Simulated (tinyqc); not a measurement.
# From energy lost to nuclei nu back to ion energy E

Model: ion implantation: universal nuclear stopping, Lindhard-Scharff electronic stopping and a Gaussian range profile. Computed by tinyqc, a small Python program. Command: `OMP_NUM_THREADS=1 python tinyqc.py 3022594 3022595 out.jsonl implant inv`. One thread of a shared host (Intel(R) Xeon(R) Processor @ 2.30GHz), about 0.8 s of CPU time with the checks.

An ion slows by elastic collisions with screened nuclei and by friction with electrons; channelling is ignored and the target is uniform.

Inputs (values chosen for the exercise, modelled on antimony ions in silicon):
```
quantity                               value    unit
ion atomic number Z1                      51       -
ion mass M1                              121       u
target atomic number Z2                   14       -
target mass M2                         28.09       u
target density N                       49.94  1/nm^3
scale factor of electronic stopping k    1.1       -
```

Method:
- Reduced energy eps = 32.53 M2 E/(Z1 Z2 (M1 + M2)(Z1^0.23 + Z2^0.23)), E in keV; s_n = ln(1 + 1.1383 eps)/(2 (eps + 0.01321 eps^0.21226 + 0.19593 eps^0.5)) for eps up to 30 and ln(eps)/(2 eps) above; S_n = 8.462 Z1 Z2 M1 s_n/((M1 + M2)(Z1^0.23 + Z2^0.23)) in 1e-15 eV cm^2.
- S_e = k 3.83 Z1^(7/6) Z2/(Z1^(2/3) + Z2^(2/3))^(3/2) sqrt(E/M1) in 1e-15 eV cm^2, E in keV.
- Path length R = int_0^E dE'/(N (S_n + S_e)); energy lost to nuclei nu = int_0^E S_n/(S_n + S_e) dE' (both with E' = E y^3 and 64 Gauss-Legendre points in y).
- Estimates of Lindhard type: R_p = R/(1 + M2/(3 M1)), straggle dR_p = (2/3) R_p sqrt(M1 M2)/(M1 + M2).

Problem. A run gave the result below. Find the ion energy E, known to lie between 27 and 42 keV.

energy lost to nuclei nu = 26.56158 keV

Solution.

Each step takes the trial c = (a f_b - b f_a)/(f_b - f_a), f being the result less the target and a, b, c the logarithms of the listed values; c replaces end b, the old b replaces a if the sign of f changed, and otherwise f_a is halved.

Scan of the range:
```
ion energy E (keV)  energy lost to nuclei nu (keV)
27.0                                       24.9074
29.1                                       26.8158
31.3                                       28.8115
33.7                                       30.9844
36.2                                       33.2434
39.0                                       35.7681
42.0                                       38.4671
```

False position (Illinois rule, in the logarithm of the input) inside the bracket:
```
step    end a    end b    trial  energy lost to nuclei nu (keV)
1     27.0000  29.1000  28.8111                         26.5535
2     29.1000  28.8111  28.8200                         26.5615
3     29.1000  28.8200  28.8200                         26.5616
4     28.8200  28.8200  28.8200                         26.5616
```

Energy lost to nuclei nu rises at every point of a 13-point scan of the range (every second point is shown), so one value fits; it is bracketed by 27.0 and 29.1. Answer: ion energy E = 28.82 keV.
